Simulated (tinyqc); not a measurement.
Worked calculation: nanosheet or nanowire with hard walls, valleys of the Si type. Values are carried at full precision from step to step, so a last printed digit may differ when a step is redone from the rounded ones.

Six ellipsoidal valleys along the cube axes: inverse mass tensor w = 1/mt + (1/ml - 1/mt) a a^T with a the unit axis. Device axes: x along the channel, z = [001], y = z x x.

Constants: hbar^2/2m0 = 3.80998211 eV angstrom^2; hbar = 6.58211957e-16 eV s; e^2/h = 3.874045865e-05 S; kB = 8.617333262e-05 eV/K.

Inputs chosen for the exercise (near those of Si; shifted at random, so the results belong to these values and not to a real crystal):
```
symbol   value  unit      meaning
ml       0.916  m0        longitudinal mass
mt       0.187  m0        transverse mass
channel  110              transport direction x on a (001) wafer
W        45     angstrom  width, along y
H        78     angstrom  height, along z = [001]
dE       0.103  eV        EF above the lowest subband edge
T        300    K         temperature
g_all    6                number of valleys
```

## Valley masses for a [110] channel

Rotate w into the device axes and group equal valleys (|w_yz| counts); order by w_zz, then w_yy. 1/m_x = w_xx - w_xc w_c^-1 w_cx with c the block (y, z).

Valleys:
```
group  valleys g    w_yy    w_zz  |w_yz|  m_x (m0)
A              2  5.3476  1.0917  0.0000    0.1870
B              4  3.2196  5.3476  0.0000    0.5515
```

The lightest transport mass, 0.187 m0, belongs to group A.

## One-dimensional subbands

Hard walls around a W x H rectangle. The block w_c of w in (y, z) confines; the transport mass follows from 1/m_x = w_xx - w_xc w_c^-1 w_cx. The cross-section problem c (w_yy ky^2 + 2 w_yz ky kz + w_zz kz^2), c = hbar^2/2m0, is solved in products sin(n pi y/W) sin(l pi z/H), n, l = 1 to 12; if w_yz = 0 the levels are c pi^2 (w_yy n^2/W^2 + w_zz l^2/H^2). The w_yz term couples (n, l) to (n', l') by -2 c w_yz D_nn'(W) D_ll'(H) with D_nm(L) = 4 n m/(L (n^2 - m^2)) for n + m odd and 0 otherwise.

The ten lowest levels of all groups together, numbered within each group.

Subbands:
```
label  valleys g  m_x (m0)  E (eV)
B1             4    0.5515  0.0928
A1             2    0.1870  0.1060
A2             2    0.1870  0.1263
A3             2    0.1870  0.1600
B2             4    0.5515  0.1920
A4             2    0.1870  0.2073
A5             2    0.1870  0.2680
B3             4    0.5515  0.2722
A6             2    0.1870  0.3422
B4             4    0.5515  0.3573
```

The lowest subband is B1; the number of further ones in the list within kB T = 25.9 meV of it at 300 K is 1.

## Modes, density and velocity at zero temperature

With EF = E_lowest + dE, each subband below EF has k_F = sqrt(m_x (EF - E)/c), carries n = 2 g k_F/pi electrons per length (spin included), moves at v = 2 c k_F/(hbar m_x) and adds 2 g e^2/h to the ballistic conductance; c = hbar^2/2m0, 1 angstrom/s = 1e-8 cm/s.

Occupied subbands:
```
label  k_F (1/angstrom)  n (1/nm)  v (1e7 cm/s)
B1               0.1221     3.109          2.56
A1               0.0664     0.845          4.11
A2               0.0584     0.744          3.62
A3               0.0419     0.534          2.60
B2               0.0236     0.601          0.50
```

total n = 5.833 1/nm
ballistic conductance = 1084.7 microsiemens

EF lies below the last listed level, so the count is complete for these valleys (other families, and non-parabolicity above about 0.2 eV, are left out): 5 subbands with 14 valley modes. The Fermi velocity, averaged with the densities as weights, is 2.71 x 1e7 cm/s; the mean over all filled states moving one way is half of it.

## Threshold shift from confinement

Without degeneracy the line density is N1 exp((EF - Ec)/kB T) with N1 = sum 2 g sqrt(m_x kB T/(4 pi c)) exp(-E/kB T), here over n, l up to 80 where w_yz = 0 and over all levels of a 12 x 12 sine basis otherwise; the classical value is W H Nc with Nc = 2 g_all (m_dos kB T/(4 pi c))^(3/2), m_dos = (ml mt^2)^(1/3); dVt = kB T ln(W H Nc/N1).

Form N1, W H Nc and dVt.

N1 = 0.04957 1/nm
W H Nc = 0.9458 1/nm
dVt = 76.2 mV

## Checks

- Lowest level of group A on a 40 x 40 difference grid against the sine basis, eV: both 0.106.

tinyqc: `OMP_NUM_THREADS=1 python tinyqc.py 1280535 1280536 out.jsonl`; about 0.03 s, one thread, shared Intel(R) Xeon(R) Processor @ 2.30GHz.
